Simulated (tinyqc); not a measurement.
What each parameter does: cyclotron resonance of ellipsoidal valleys, Ge type.

Valleys along [111], [-111], [1-11], [11-1], mass ml along the axis and mt across it. B lies in the (1-10) plane, b = (sin(theta)/sqrt2, sin(theta)/sqrt2, cos(theta)). For the angle phi between B and the axis, 1/mc^2 = cos^2(phi)/mt^2 + sin^2(phi)/(mt ml). Resonance: h nu = 2 muB B/mc, h = 2 pi hbar.

Constants: hbar = 6.58211957e-16 eV s; muB = 5.788381798e-05 eV/T.

Parameters, chosen for this exercise (near those of Ge; shifted at random, so the results belong to these values and not to a real crystal): ml = 1.633 m0 (longitudinal mass); mt = 0.082 m0 (transverse mass); theta = 77 degrees (angle of B from [001] towards [110]); nu = 24 GHz (microwave frequency).

Resonance fields B = h nu mc/(2 muB) of the valleys [111], [-111] and [11-1]. Each row changes one parameter from the base and keeps the others.

Results:

| case | [111] (T) | [-111] (T) | [11-1] (T) |
|---|---|---|---|
| base | 0.0757 | 0.2732 | 0.1024 |
| ml = 1.878 m0 | 0.0757 | 0.2875 | 0.1028 |
| mt = 0.074 m0 | 0.0683 | 0.2560 | 0.0927 |
| theta = 81 degrees | 0.0779 | 0.2920 | 0.0959 |
| nu = 26.4 GHz | 0.0832 | 0.3005 | 0.1127 |

The largest shifts from the base row, up to three for each result and ties (the steps differ in size, so this ranks the rows, not the parameters). [111] (T): nu +0.0076, mt -0.0074, theta +0.0023; unchanged at the printed digits by ml. [-111] (T): nu +0.0273, theta +0.0188, mt -0.0172. [11-1] (T): nu +0.0102, mt -0.0097, theta -0.0065.

Run: tinyqc, `OMP_NUM_THREADS=1 python tinyqc.py 1250539 1250540 out.jsonl`; Intel(R) Xeon(R) Processor @ 2.30GHz, one thread, shared host; about 0.01 s of CPU time with all checks.
